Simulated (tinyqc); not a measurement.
Inside a calculation: dielectric confinement in a thin film (image charges). Values are carried at full precision from step to step, so a last printed digit may differ when a step is redone from the rounded ones.

A film |z| < t/2 of dielectric constant eps between half-spaces of dielectric constant e2; lam = (eps - e2)/(eps + e2), q = e^2/(4 pi eps0). The self-energy of a band edge is taken with the high-frequency value, e2 = eh, and the field of a fixed ion with the static one, e2 = eo. A charge at z has images lam^|n| at n t + (-1)^n z. Its self-energy is S(z) = (q/2 eps) sum over n >= 1 of lam^n [1/(n t - 2z) + 1/(n t + 2z)] for odd n and 2 lam^n/(n t) for even n; at the centre S(0) = -(q/(eps t)) ln(1 - lam).

Constants: e^2/(4 pi eps0) = 14.39964547 eV angstrom; hbar^2/2m0 = 3.80998211 eV angstrom^2; Ry = 13.60569312 eV.

Inputs chosen for the exercise (near those of a Si (100) film, two-fold valleys, between layers of SiO2; the results hold for these values, not for the real material): t = 64 angstrom (film thickness); eps = 11.5 (dielectric constant of the film); eh = 2 (high-frequency dielectric constant outside); mz = 0.923 m0 (mass across the film); eo = 4 (static dielectric constant outside); m = 0.185 m0 (mass in the plane).

## Images for a charge at the centre

Give lam, the first five terms (q/eps) lam^n/(n t), their sum and the closed form.

lam = 0.7037

terms (meV): 13.77  4.84  2.27  1.20  0.68

sum of five = 22.76 meV
S(0) = 23.80 meV

The surroundings screen less than the film, so the images repel and each band edge moves outwards: the gap changes by about 2 S = +48 meV. The static value 4 would give S(0) = +12.9 meV.

## Self-energy across the film

S at 2z/t = 0, 0.2, 0.4, 0.6, 0.8 and 0.9, summed to n = 399.

Self-energy:

| 2z/t | z (angstrom) | S (meV) |
|---|---|---|
| 0.0 | 0.0 | 23.80 |
| 0.2 | 6.4 | 24.38 |
| 0.4 | 12.8 | 26.47 |
| 0.6 | 19.2 | 31.65 |
| 0.8 | 25.6 | 48.47 |
| 0.9 | 28.8 | 82.75 |

Towards the wall S diverges as (q lam/4 eps)/(distance), an artefact of the abrupt interface that the vanishing envelope makes harmless.

## Shift of the subband edge

First order: <S> over the envelope (2/t) cos^2(pi z/t), beside the confinement energy c (pi/t)^2/mz, c = hbar^2/2m0.

<S> = 26.85 meV
confinement energy = 9.95 meV

|<S>| is 2.70 times the confinement energy; the first goes as 1/t and the second as 1/t^2, so they are equal at t = 24 angstrom.

## Binding of a donor

Donor at the centre, lam from the static eo, trial function cos(pi z/t) exp(-rho/l): E(l) = c/(m l^2) - (q/eps) times the integral over k of F(k t) (1 + (k l/2)^2)^(-3/2), with F(x) = F0 + 2 lam exp(-x) G/(1 - lam exp(-x)), F0 = 2[(1 - exp(-x/2))/x + x (1 + exp(-x/2))/(x^2 + 4 pi^2)], G = 2 sinh(x/2)[1/x - x/(x^2 + 4 pi^2)]; c = hbar^2/2m0. The binding energy is -E at the minimum, counted from the subband edge with its self-energy.

Minimise over l with and without images (lam = 0); Ry* = Ry m/eps^2.

Donor:

| case | l (angstrom) | binding (meV) | in Ry* |
|---|---|---|---|
| no images | 32.1 | 34.3 | 1.80 |
| with images | 30.4 | 58.2 | 3.06 |

Ry* = 19.03 meV

The images change the binding by +24.0 meV, against -2 (q/(eps t)) ln(1 - lam) = +25.9 meV for an orbit much smaller than t. At 300 K the binding is 2.3 kB T. The next even subband, the first that a centred donor mixes in, lies within about the binding energy, so one cosine is a poor basis and the binding is understated.

## Checks

- S(0) from the series against the closed form, meV: both 23.80.
- F(2.3) for lam = 0.7037 from a direct sum over images against the closed form: both 0.8949.

(tinyqc, `OMP_NUM_THREADS=1 python tinyqc.py 1280623 1280624 out.jsonl`, Intel(R) Xeon(R) Processor @ 2.30GHz, 1 thread, shared host, about 0.05 s.)
